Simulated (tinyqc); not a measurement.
Worked calculation: localisation in a chain with random site energies (transfer matrices). Values are carried at full precision from step to step, so a last printed digit may differ when a step is redone from the rounded ones.

Hopping -t; leads with site energy 0, E = -2t cos(ka). psi_(j+1) = ((e_j - E)/t) psi_j - psi_(j-1), a product of matrices M_j = [[(e_j - E)/t, -1], [1, 0]]. For M = M_N ... M_1 the transmission is T = 4 sin^2(ka)/|M21 - M12 + M22 exp(ika) - M11 exp(-ika)|^2. Long samples draw e_j = W (x_j/2147483647 - 1/2) from x_j = 16807 x_(j-1) mod 2147483647, starting at x0. The localisation length xi, in sites, is defined by ln T = -2N/xi on average; weak disorder gives xi = 24 (4t^2 - E^2)/W^2, and the mean free path for backscattering is xi/2.

Values chosen for the exercise:
- t = 1.26 eV (hopping)
- E = -1.21 eV (energy)
- e = (-0.33, -0.08, 0.54, 0.21, 0.41, 0.1, 0.21) eV (site energies of the short sample)
- W = 1.11 eV (full width of the disorder)
- a = 3.8 angstrom (spacing)

## The product of transfer matrices

Multiply site by site and give T for each length.

Running product:
```
j  (e_j - E)/t      M11      M12      M21      M22       T
1       0.6984   0.6984  -1.0000   1.0000   0.0000  0.9782
2       0.8968  -0.3736  -0.8968   0.6984  -1.0000  0.9841
3       1.3889  -1.2174  -0.2456  -0.3736  -0.8968  0.8947
4       1.1270  -0.9983   0.6200  -1.2174  -0.2456  0.9135
5       1.2857  -0.0662   1.0428  -0.9983   0.6200  0.9722
6       1.0397   0.9295   0.4641  -0.0662   1.0428  0.9559
7       1.1270   1.1137  -0.5197   0.9295   0.4641  0.9591
```

T is 0.9591 for the whole sample and does not fall steadily (it rises at j = 2, 4, 5 and 7): reflected waves interfere. The determinant of M stays 1.

## The same sites added without interference

One site alone reflects R_j = e_j^2/(e_j^2 + 4t^2 - E^2); incoherent addition sums R/(1 - R), and T = 1/(1 + sum).

R_j: 0.0218  0.0013  0.0563  0.0089  0.0333  0.0020  0.0089

sum of R/(1 - R) = 0.1378
T without interference = 0.8789

The coherent product gives 0.9591 for this sample.

## Weak-disorder lengths

Form ka, xi, xi a and the mean free path xi a/2.

ka = 1.0700 rad
xi = 95.18 sites

lengths (nm): localisation 36.168, mean free path 18.084

The formula needs xi well above one site.

## Checks

- T from the product against the Green function: both 0.95907.

(tinyqc, `OMP_NUM_THREADS=1 python tinyqc.py 1452105 1452106 out.jsonl`, Intel(R) Xeon(R) Processor @ 2.30GHz, 1 thread, shared host, about 0.05 s.)
